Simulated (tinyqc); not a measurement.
Raising U: Hubbard chain of 4 sites, mean field against exact. Computed by the program tinyqc. Collinear unrestricted mean field (the lowest of 40 random starts) against exact diagonalisation.

one-body matrix (hopping and site energies) (eV):
```
,1,2,3,4
1,0.0000,-1.7300,0.0000,0.0000
2,-1.7300,0.0000,-1.7300,0.0000
3,0.0000,-1.7300,0.0000,-1.7300
4,0.0000,0.0000,-1.7300,0.0000
```

electrons, up and down: 2  2

Exact and mean-field results (eV):
```
U,U/t,E exact,E mean field,mean |n_up - n_down|,"double occupancy, exact",first gap in the sector
0.860,0.497,-6.92117,-6.87680,0.000,0.224,1.900
1.730,1.000,-6.18538,-6.00680,0.000,0.199,1.693
3.460,2.000,-4.97538,-4.31988,0.393,0.152,1.365
5.190,3.000,-4.06105,-3.18665,0.697,0.114,1.119
6.920,4.000,-3.37894,-2.48138,0.820,0.085,0.935
10.380,6.000,-2.47725,-1.69713,0.918,0.049,0.688
13.840,8.000,-1.93271,-1.28378,0.953,0.031,0.537
20.760,12.000,-1.32876,-0.86097,0.979,0.015,0.370
34.600,20.000,-0.81071,-0.51813,0.993,0.006,0.226
```

What does the comparison show, and why?

In absolute terms mean field is worst at U/t = 4.0, 0.898 eV too high: at small U it is nearly exact, and at large U it misses only exchange-scale energies. Its local moments set in at U/t = 2.0 of those listed, a broken symmetry that the exact state of a finite cluster with equal spins does not have. Relative to the exact energy its error is 0.6 % at the smallest U, 36 % at most and 36 % at the largest. The double occupancy falls from 0.224 to 0.006; at the largest U the first gap is 0.65 times the exchange scale 4t^2/U.
